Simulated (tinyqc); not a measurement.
A ladder of methods, and size consistency: correlation methods against full CI in the sto-3g basis, for H2, spin multiplicity 1. Computed by the program tinyqc with PySCF. 

Geometry (angstrom):
```
atom       x       y       z
H     0.0000  0.0000  0.0000
H     0.0000  0.0000  0.8510
```

RHF energy of one = -1.102319 hartree

All electrons correlated; +Q is the Davidson correction (1 - c0^2) E_corr. The last columns treat two copies 100 angstrom apart as one system. FCI is the lowest singlet.

Correlation energies (hartree):
```
method   E_corr of one  share of FCI (%)  E_corr of two at 100 angstrom  two minus twice one (mhartree)
MP2           -0.01596            61.597                       -0.03191                           0.000
CISD          -0.02590           100.000                       -0.05087                           0.935
CISD+Q        -0.02639           101.871                       -0.05268                           0.100
CCSD          -0.02590           100.000                       -0.05181                           0.000
CCSD(T)       -0.02590           100.000                       -0.05181                           0.000
FCI           -0.02590           100.000                              -                               -
```

MP2 recovers 62 %, CISD 100.0 % and CCSD 100.0 % of the FCI value (c0^2 = 0.981 in CISD). MP2 and coupled cluster are size consistent, so their last column vanishes; CISD loses 0.93 mhartree, since a double excitation on each copy is a quadruple of the pair, and the Davidson correction leaves +0.10. With two electrons, or one virtual orbital, CISD and CCSD are exact for one copy, so +Q overshoots there.
